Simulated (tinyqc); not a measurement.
Hueckel theory of the pi electrons, for the molecule C=CC=CC=CC=C (SMILES; centres numbered as the heavy atoms are written), step by step. One step of it, computed by the program tinyqc.

Task: Orbitals. Diagonalise; E = alpha + x beta with beta < 0, so the largest x are filled first; degenerate levels share their electrons. P = sum n_i c_ri c_si; each orbital has its largest coefficient positive (the first on a tie).

Hueckel matrix in units of beta (H = alpha + beta A), lower triangle:
```
          1C        2C        3C        4C        5C        6C        7C        8C
1C  0.000000
2C  1.000000  0.000000
3C  0.000000  1.000000  0.000000
4C  0.000000  0.000000  1.000000  0.000000
5C  0.000000  0.000000  0.000000  1.000000  0.000000
6C  0.000000  0.000000  0.000000  0.000000  1.000000  0.000000
7C  0.000000  0.000000  0.000000  0.000000  0.000000  1.000000  0.000000
8C  0.000000  0.000000  0.000000  0.000000  0.000000  0.000000  1.000000  0.000000
```

pi electrons, sum of z_r less the charge = 8

Give: x values; occupations; coefficients; charge and bond-order matrix P.

Result:

x values: 1.8794  1.5321  1.0000  0.3473  -0.3473  -1.0000  -1.5321  -1.8794

occupations: 2.0000  2.0000  2.0000  2.0000  0.0000  0.0000  0.0000  0.0000

coefficients:
```
       MO1      MO2      MO3      MO4      MO5      MO6      MO7      MO8
1C  0.1612   0.3030   0.4082   0.4642   0.4642   0.4082  -0.3030  -0.1612
2C  0.3030   0.4642   0.4082   0.1612  -0.1612  -0.4082   0.4642   0.3030
3C  0.4082   0.4082   0.0000  -0.4082  -0.4082   0.0000  -0.4082  -0.4082
4C  0.4642   0.1612  -0.4082  -0.3030   0.3030   0.4082   0.1612   0.4642
5C  0.4642  -0.1612  -0.4082   0.3030   0.3030  -0.4082   0.1612  -0.4642
6C  0.4082  -0.4082   0.0000   0.4082  -0.4082   0.0000  -0.4082   0.4082
7C  0.3030  -0.4642   0.4082  -0.1612  -0.1612   0.4082   0.4642  -0.3030
8C  0.1612  -0.3030   0.4082  -0.4642   0.4642  -0.4082  -0.3030   0.1612
```

charge and bond-order matrix P, lower triangle:
```
         1C       2C       3C       4C       5C      6C      7C      8C
1C   1.0000
2C   0.8621   1.0000
3C   0.0000   0.4948   1.0000
4C  -0.3673   0.0000   0.7581   1.0000
5C   0.0000  -0.1040   0.0000   0.5288   1.0000
6C   0.2633   0.0000  -0.3333   0.0000   0.7581  1.0000
7C   0.0000   0.0339   0.0000  -0.1040   0.0000  0.4948  1.0000
8C  -0.2294   0.0000   0.2633   0.0000  -0.3673  0.0000  0.8621  1.0000
```
